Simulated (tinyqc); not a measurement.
MOS structure on a p-type body, non-linear Poisson equation by Newton steps: one step of the calculation.

One dimension, insulator interface at x = 0, acceptor density Na, uniform, net doping C = -(acceptor density). psi is counted from the intrinsic level: n = ni exp((psi - Vb)/Vt), p = ni exp(-psi/Vt); deep in the body psi_b = -Vt ln(Na/ni). The gate acts through Cox = eps0 eox/tox and has the potential psi_G = Vg - (phiM - chi - Vt ln(Nc/ni)). Boltzmann statistics, full ionisation, classical densities, no oxide or interface charge.

Question. Newton step. Solve the tridiagonal system a_(i-1) d_(i-1) + b_i d_i + a_i d_(i+1) = -F_i for nodes 0 to 13, with d = 0 on fixed nodes. The full step is added.

Parameters, values chosen for the exercise: temperature T = 250 K.

Constants: q = 1.602176634e-19 C, kB = 1.380649e-23 J/K, Vt = kB T/q. Results are converted to the units shown.

coupling a_i, interval 0 to 13 (F/cm^2): [2.5455790e-5, 1.7316864e-5, 1.1812432e-5, 8.0175716e-6, 5.4450888e-6, 3.7026604e-6, 2.5079596e-6, 1.7258163e-6, 1.1570814e-6, 7.9549344e-7, 5.3874688e-7, 3.6627036e-7, 2.4834917e-7, 1.6970527e-7]
diagonal b, node 0 to 13 (F/cm^2): [-2.6069327e-5, -4.2817775e-5, -2.9164305e-5, -1.9850400e-5, -1.3470487e-5, -9.1494042e-6, -6.2107737e-6, -4.2337805e-6, -2.8828977e-6, -1.9525748e-6, -1.3342847e-6, -1.0783968e-6, -5.4754395e-6, -7.5538512e-6]
residual F, node 0 to 13 (C/cm^2): [-2.4549597e-7, -9.7206317e-10, -7.5421712e-10, -4.3942381e-10, -1.6860263e-10, -3.5655560e-11, -3.3114761e-12, -9.9063221e-14, -7.7125875e-16, 1.8622557e-16, 9.5616623e-13, 9.0113753e-10, 2.3246113e-8, ~0]
psi at the start, node 0 to 14 (V): [0.46416153, 0.45476149, 0.44103027, 0.42108733, 0.39210978, 0.35031977, 0.29076305, 0.20696861, 0.09398251, -0.05520221, -0.23086952, -0.40069444, -0.46416153, -0.46416153, -0.46416153]

Give: Newton step d; psi after iteration 1.

Answer.

Newton step d, node 0 to 13 (V): [-0.2907, -0.2880, -0.2849, -0.2810, -0.2759, -0.2688, -0.2585, -0.2433, -0.2212, -0.1882, -0.1402, -0.0693, -0.0004, 0.0000]
psi after iteration 1, node 0 to 14 (V): [0.1735, 0.1667, 0.1562, 0.1401, 0.1162, 0.0815, 0.0323, -0.0363, -0.1272, -0.2434, -0.3710, -0.4700, -0.4646, -0.4642, -0.4642]

Program tinyqc, `OMP_NUM_THREADS=1 python tinyqc.py 2080138 2080139 out.jsonl`; Intel Xeon 2.30GHz, shared host, one thread, about 0.5 s.

~0 in a residual or rate marks an entry under 1e-11 of the largest of its column.
